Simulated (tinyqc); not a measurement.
What the corrections do to the levels: formation energy of a charged point defect from supercell energies. Computed by tinyqc, a small Python program. Command: `OMP_NUM_THREADS=1 python tinyqc.py 3011332 3011333 out.jsonl formation walk`. One thread of a shared host (Intel(R) Xeon(R) Processor @ 2.30GHz), about 0.01 s of CPU time with the checks.

The host is a compound AB. Making the defect adds n_A = -1, n_B = 0 atoms to the cell. All total energies are inputs. E_F is counted from the valence-band maximum (VBM); x = 0 is A-rich and x = 1 B-rich growth.

Inputs (values chosen for the exercise, with gap and screening modelled on ZnSe):
```
quantity,value,unit
gap E_g,2.76,eV
E_VBM of the host cell,3.903,eV
potential alignment dV,-0.13,eV
dielectric constant eps,8.98,-
cell length L,11.8,angstrom
mu_A of the pure element,-2.823,eV
formation enthalpy dH of AB,-1.29,eV
growth condition x,0.099,-
```

Defect: vacancy of A. Supercell lattice: sc.

charge states q: [3, 2, 1, 0]

E(defect, q) - E(host), in the order of q (eV): [-11.229, -5.948, -0.33, 5.86]

Constants: e^2/(4 pi eps_0) = 14.39964548 eV angstrom.

Method:
- dmu_A = x dH and dmu_B = (1 - x) dH, so that dmu_A + dmu_B = dH; mu = mu(element) + dmu.
- The reservoir term is sum n_i mu_i.
- Image-charge correction of a point charge in a neutralising background: E_corr = q^2 alpha e^2/(4 pi eps_0) / (2 eps L), alpha = 2.837297 for a sc array with L the cube root of the volume.
- E_f(q, E_F) = [E(defect, q) - E(host)] - sum n_i mu_i + q (E_VBM + dV + E_F) + E_corr(q).
- Levels eps(q/q-1) with the terms q dV and E_corr left out or kept.

E_f(q, 0) (eV): (q=+3) -1.12566, (q=+2) -0.58158, (q=+1) 0.68507, (q=0) 2.90929

E_corr (eV): (q=+3) 1.73505, (q=+2) 0.77113, (q=+1) 0.19278, (q=0) 0.00000

Levels above the VBM (eV):
```
level,raw,with alignment,with image charge,with both
(+3/+2),1.378,1.508,0.4141,0.5441
(+2/+1),1.715,1.845,1.1367,1.2667
(+1/0),2.287,2.417,2.0942,2.2242
```

Alignment moves every level by -dV = +0.130 eV. The image term moves eps(q/q-1) by (1 - 2q) E_corr(1): (+3/+2) by -0.964, (+2/+1) by -0.578, (+1/0) by -0.193 eV, donor levels down and acceptor levels up. It adds 2 E_corr(1) = 0.386 eV to every U. Caution: the largest image-charge correction in these energies, q^2 alpha e^2/(8 pi eps_0 eps L) with alpha = 2.837297, exceeds a quarter of the gap; the point-charge term alone is then a rough estimate, usually too large for a charge that is spread out. Caution: E_f at E_F = 0 is negative for at least one charge state, so in equilibrium E_F cannot reach the valence-band maximum.

Extremes, crossings and ranges named in words are read from the listed rows.
